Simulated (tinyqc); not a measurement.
Equilibrium and kinetic segregation of a solute to boundaries and growing surfaces: one step, computed by the program tinyqc. Command: `OMP_NUM_THREADS=1 python tinyqc.py 3006677 3006678 out.jsonl segreg walk`. One thread of a shared host (Intel(R) Xeon(R) Processor @ 2.30GHz), about 0.01 s of CPU time with the checks.

Question. Segregation at a growing surface. Two-state exchange during growth, dilute: jump up r_u = nu exp(-E_b/(k_B T_g)), jump back r_d = r_u exp(-E_s/(k_B T_g)), nu = 1e13 1/s. In the time 1/R of one monolayer the share carried up is p = [r_u/(r_u + r_d)] [1 - exp(-(r_u + r_d)/R)]; the tail decays as p^n, length -1/ln p monolayers; the equilibrium limit has p = r_u/(r_u + r_d).

Inputs (values chosen for the exercise, modelled on a solute in a copper line):
```
quantity,value,unit
exchange barrier E_b,1.35,eV
surface segregation energy E_s,0.31,eV
growth temperature T_g,720,K
growth rate,0.36,monolayers/s
```

Constants: k_B = 8.617333262e-05 eV/K.

Give: r_u; r_d; share carried up p; decay length.

Answer.

r_u = 3551.5 1/s

r_d = 24.017 1/s

share carried up p = 0.99328

decay length = 148.38 monolayers

Exchange is fast against growth: the equilibrium regime, where heating shortens the tail.
